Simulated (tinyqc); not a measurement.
Yield per ion against the flux ratio: ion-assisted plasma etching: sheath, surface coverage, synergy and aspect-ratio dependence. Computed by tinyqc, a small Python program. Command: `OMP_NUM_THREADS=1 python tinyqc.py 3027698 3027699 out.jsonl etch walk`. One thread of a shared host (Intel(R) Xeon(R) Processor @ 2.30GHz), about 0.04 s of CPU time with the checks.

Radicals adsorb on bare sites; ions remove covered sites with a high yield and bare sites by sputtering; a slow spontaneous reaction acts everywhere, walls included.

Inputs (values chosen for the exercise, close to those used for silicon dioxide in a fluorocarbon plasma):
```
quantity                                value       unit
plasma density n_e                    1.6e+10     1/cm^3
electron temperature T_e                  2.7         eV
ion mass M_i                               40          u
sheath voltage V                          300          V
radical density n                       3e+12     1/cm^3
radical mass M_n                           19          u
gas temperature T_g                       500          K
sticking coefficient s                   0.77          -
radicals per removed unit x                 3          -
yield slope b                            0.13  eV^(-1/2)
threshold E_th                            4.8         eV
sputter slope b_p                       0.011  eV^(-1/2)
sputter threshold E_p                      31         eV
spontaneous reaction probability k_c  4.8e-06          -
solid density N                       2.2e+22     1/cm^3
ion temperature T_i                      0.66         eV
```

Feature: round hole.

Constants: e = 1.602176634e-19 C; u = 1.6605390666e-27 kg; k_B = 1.380649e-23 J/K; eps_0 = 8.8541878128e-12 F/m.

Method:
- Bohm speed u_B = sqrt(e T_e/M_i); ion flux G_i = 0.61 n_e u_B; radical flux G_n = n c/4 with c = sqrt(8 k_B T_g/(pi M_n)).
- Debye length lambda_D = sqrt(eps_0 T_e/(e n_s)) with n_s = 0.61 n_e, T_e in volts; Child-law sheath d = (sqrt2/3) lambda_D (2 V/T_e)^(3/4); ion energy E = V + T_e/2; angular spread = arctan(sqrt(T_i/E)).
- Yields: Y = b (sqrt(E) - sqrt(E_th)) on covered sites, Y_p = b_p (sqrt(E) - sqrt(E_p)) on bare ones (zero below threshold).
- Steady coverage: s G_n (1 - theta) = x Y G_i theta; removal flux = Y G_i theta + Y_p G_i (1 - theta) + k_c G_n; rate = flux/N, 1 cm/s = 6e8 nm/min.
- The ion flux is fixed and the radical flux set by the ratio; the removal per ion is the removal flux over G_i.

yield Y = 1.97191

sputter yield Y_p = 0.129708

ion flux G_i = 2.49076e+15 1/(cm^2 s)

Open field:
```
G_n/G_i    theta  rate (nm/min)  removal per ion
0.3      0.03758          13.51           0.1989
1        0.11517          23.22           0.3419
3        0.28083          43.95           0.6471
10       0.56552          79.58           1.1716
30       0.79612         108.45           1.5965
100      0.92865         125.06           1.8410
300      0.97503         130.92           1.9274
1000     0.99238         133.32           1.9627
3000     0.99745         134.61           1.9816
```

What follows from these numbers?

Coverage reaches one half at G_n/G_i = x Y/s = 7.68. Below that the ion-assisted part follows the radical flux, on top of the sputter floor Y_p = 0.130; above it the ion-assisted part saturates at Y = 1.97 per ion. Caution: a sheath of several millimetres is collisional at usual pressures, which lowers the ion energy and widens the angles.
